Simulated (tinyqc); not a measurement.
Inside a calculation: six-band hole subbands of a thin body in a field. Values are carried at full precision from step to step, so a last printed digit may differ when a step is redone from the rounded ones.

Constants: hbar^2/2m0 = 3.80998211 eV angstrom^2.

Inputs chosen for the exercise (near those of a p-type Si channel; the results hold for these values, not for the real material): g1 = 4.27 (Luttinger gamma1); g2 = 0.34 (gamma2); g3 = 1.45 (gamma3); face = 111 (surface); Dso = 0.044 eV (spin-orbit splitting); b = -2.08 eV (tetragonal potential); d = -4.85 eV (trigonal potential); S = (7.77, -2.18, 12.41) 1/TPa (compliances s11, s12, s44); t = 65 angstrom (body thickness); F = 0.2 MV/cm (field across the body); sx = 0 GPa (stress along the channel [1-10], negative in compression); kmax = 0.08 1/angstrom (end of the path).

## Confinement masses without spin-orbit coupling

C(n n^T)/c has C_XX = (g1 + 4 g2) nx^2 + (g1 - 2 g2)(ny^2 + nz^2) and C_XY = 6 g3 nx ny, n the unit normal; its eigenvalues are the inverse masses along n.

C(n n^T)/c, rows X, Y, Z and columns alike:
```
[[4.2700, 2.9000, 2.9000],
 [2.9000, 4.2700, 2.9000],
 [2.9000, 2.9000, 4.2700]]
```

masses (m0): [0.7299, 0.7299, 0.0993]

## The matrix for one sine at q = 0

Basis X, Y, Z times spin, hole energies counted downwards from the unstrained edge (the hydrostatic shift is left out), c = hbar^2/2m0. For a symmetric tensor T let C(T) have C_XX = L Txx + M (Tyy + Tzz), C_XY = N Txy (cyclic), L = c (g1 + 4 g2), M = c (g1 - 2 g2), N = 6 c g3. k = q + kz n, n the unit normal, q = k1 u + k2 v with u along the channel [1-10] and v = n x u. H = C(k k^T) + (Dso/3)(1 - L.sigma) - B + e F z with (L_k)_ij = -i epsilon_kij; B is the block C built from the traceless strain with 2b, -b and sqrt(3) d in place of L, M, N. Strain: exx = eyy = (s11 + s12) sx/2, ezz = s12 sx, exy = -s44 sx/4. Hard walls at z = 0 and t; basis sin(j pi z/t), j = 1 to Nz: kz^2 = (j pi/t)^2, kz = -i D with D_jl = 4 j l/(t (j^2 - l^2)), z_jj = t/2 and z_jl = -8 t j l/(pi (j^2 - l^2))^2 for j + l odd; 1 MV/cm = 0.01 eV/angstrom.

Nz = 1, in meV.

H (meV), rows X+, Y+, Z+, X-, Y-, Z- and columns alike:
```
[[117.67, 25.81+14.67i, 25.81, 0, 0, -14.67],
 [25.81-14.67i, 117.67, 25.81, 0, 0, 14.67i],
 [25.81, 25.81, 117.67, 14.67, -14.67i, 0],
 [0, 0, 14.67, 117.67, 25.81-14.67i, 25.81],
 [0, 0, 14.67i, 25.81+14.67i, 117.67, 25.81],
 [-14.67, -14.67i, 0, 25.81, 25.81, 117.67]]
```

## Its levels

Diagonalise; the levels come in pairs. Give each pair and its weights on X, Y, Z, summed over spin and averaged over the pair.

levels (meV): [77.19, 100.29, 175.53]

weights, rows X, Y, Z; columns pair 1, pair 2, pair 3:
```
[[0.333, 0.333, 0.333],
 [0.333, 0.333, 0.333],
 [0.333, 0.333, 0.333]]
```

## More sines

The four lowest pairs at q = 0.

Hole energies (meV):
```
Nz  pair 1  pair 2  pair 3  pair 4
1    77.19  100.29  175.53       -
2    65.77   90.06  125.20  150.74
4    64.46   88.98  116.17  142.08
8    64.44   88.97  116.11  142.03
16   64.44   88.97  116.11  142.03
```

One sine is 12.75 meV off in the top subband, since the field mixes the sines. The second pair lies 24.5 meV deeper.

## Dispersion of the top subband

Nz = 14; the two lowest levels (spin-split where the field breaks inversion), in meV from their value at q = 0.

Energies (meV):
```
|q| (1/angstrom)    u a    u b    v a    v b
0.020              5.46   5.84   5.40   5.71
0.040             16.37  17.76  13.79  14.50
0.060             30.86  33.04  20.98  21.43
0.080             48.47  51.38  29.23  29.48
```

From the mean of each pair in the first row, c q^2/E gives 0.27 m0 along u and 0.27 m0 along v. The largest distance between a and b in the table is 2.91 meV. These masses hold for the first row only: the band bends further out.

## Checks

- Top level at q = 0 on (001) without field and stress against c (g1 - 2 g2)(pi/t)^2, eV: both 0.03195.
- Hermiticity, and E(q) against E(-q): they agree to 1e-10 or better.

Program tinyqc; command `OMP_NUM_THREADS=1 python tinyqc.py 1282089 1282090 out.jsonl`; about 0.5 s on one thread of a shared Intel(R) Xeon(R) Processor @ 2.30GHz.
